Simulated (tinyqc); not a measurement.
Straight dislocations in isotropic elasticity: fields, energies, partials, Peierls stress and walls: one step, computed by the program tinyqc.

The line runs along z, the glide plane is y = 0, and beta is the angle between b and the line (0 screw, 90 degrees edge): b_e = b sin(beta) along +x with the extra half plane at y > 0, b_s = b cos(beta). Stress is positive in tension.

Problem. Stress at a point. With D = G b_e/(2 pi (1 - nu)), S = G b_s/(2 pi), r^2 = x^2 + y^2: s_xx = -D y (3x^2 + y^2)/r^4, s_yy = D y (x^2 - y^2)/r^4, s_xy = D x (x^2 - y^2)/r^4, s_zz = nu (s_xx + s_yy), s_xz = -S y/r^2, s_yz = S x/r^2. Pressure p = -trace/3.

Inputs (values chosen for the exercise, modelled on copper): shear modulus G = 47.9 GPa; Poisson ratio nu = 0.335; Burgers vector b = 2.556 angstrom.

Character: 60-degree.

field point (x, y) (nm): -1  -2.2

Give: stress; pressure p.

Solution.

stress (MPa):
```
      x     y     z
x  1283   286   367
y   286   629  -167
z   367  -167   640
```

pressure p = -850.8 MPa

The point lies below the glide plane, on the stretched side.
